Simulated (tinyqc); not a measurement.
Depolarisation shift: optical transitions of a finite quantum well.

Each carrier sees a square well of width L with its own depth V and masses m (inside), mb (outside); c = hbar^2/2m0, k = sqrt(m E/c), kappa = sqrt(mb (V - E)/c), and level n solves k L + 2 atan[(k/m)/(kappa/mb)] = n pi. The envelope is cos(kz) for odd n and sin(kz) for even n inside, joins exp(-kappa (|z| - L/2)) outside, and is normalised to 1. Excitons and band mixing are left out.

Constants: hbar^2/2m0 = 3.80998211 eV angstrom^2; e^2/(4 pi eps0) = 14.39964547 eV angstrom.

Inputs chosen for the exercise (near those of an InGaAs well in InP; shifted at random, so the results belong to these values and not to a real crystal):
```
symbol  value                                        unit         meaning
L       75                                           angstrom     well width
Vc      0.262                                        eV           conduction offset
me      0.0413                                       m0           electron, well
meb     0.0826                                       m0           electron, barrier
eps     11.5                                                      background dielectric constant
Nss     (0.025, 0.062, 0.12, 0.25, 0.38, 0.5, 0.75)  x 1e12/cm^2  sheet densities
```

The collective line lies at E12 sqrt(1 + a), a = 8 pi q (n1 - n2) S/(eps E12), q = e^2/(4 pi eps0), S = integral over z of (integral up to z of psi_1 psi_2)^2. Zero temperature with the mass me in both subbands: n1 - n2 = Ns until Ns reaches D E12, D = me/(2 pi c), and D E12 beyond. 1e12/cm^2 = 1e-4/angstrom^2; exchange and the static band bending by the charge are left out.

Line position:
```
Ns (1e12/cm^2)  n1 - n2       a  line (meV)  shift (meV)
0.025             0.025  0.0029      168.17         0.25
0.062             0.062  0.0073      168.53         0.61
0.12              0.120  0.0141      169.10         1.18
0.25              0.250  0.0294      170.38         2.45
0.38              0.380  0.0447      171.64         3.72
0.50              0.500  0.0589      172.79         4.87
0.75              0.750  0.0883      175.18         7.26
```

S = 6.283 angstrom
E12 = 167.92 meV

The upward shift grows from 0.25 to 7.26 meV, 4.3 % of E12 at most. For small a the shift is a E12/2, linear in Ns; in the last row that rule gives 7.41 meV. S/L = 0.0838, against 5/(9 pi^2) = 0.0563 for hard walls.

(tinyqc, `OMP_NUM_THREADS=1 python tinyqc.py 1280183 1280184 out.jsonl`, Intel(R) Xeon(R) Processor @ 2.30GHz, 1 thread, shared host, about 0.1 s.)
